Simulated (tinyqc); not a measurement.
Inside a calculation. Method: Hubbard chain of 6 sites. One step of it, computed by the program tinyqc.

Question. Mean-field iteration 1. H(up) = T + U n(down), H(down) = T + U n(up); fill the lowest levels; n(new) = n + mixing (n(out) - n); E = tr T (rho up + rho down) + U sum n_up n_down of the output.

one-body matrix (hopping and site energies) (eV), lower triangle:
```
           1          2          3          4          5         6
1   0.000000
2  -1.080000   0.000000
3   0.000000  -1.080000   0.000000
4   0.000000   0.000000  -1.080000   0.000000
5   0.000000   0.000000   0.000000  -1.080000   0.000000
6   0.000000   0.000000   0.000000   0.000000  -1.080000  0.000000
```

U = 8.800000 eV

electrons, up and down: 3  3

mixing = 0.500000

n(up) at the start (a guess, not normalised): 1 0.550000, 2 0.450000, 3 0.550000, 4 0.450000, 5 0.550000, 6 0.450000

n(down) at the start (a guess): 1 0.450000, 2 0.550000, 3 0.450000, 4 0.550000, 5 0.450000, 6 0.550000

Give: levels, up; levels, down; energy; n(up) after iteration 1; n(down) after iteration 1.

Answer.

levels, up (eV): 2.405  2.983  3.748  5.052  5.817  6.395

levels, down (eV): 2.405  2.983  3.748  5.052  5.817  6.395

energy = 3.927 eV

n(up) after iteration 1: 1 0.650, 2 0.395, 3 0.622, 4 0.378, 5 0.605, 6 0.350

n(down) after iteration 1: 1 0.350, 2 0.605, 3 0.378, 4 0.622, 5 0.395, 6 0.650
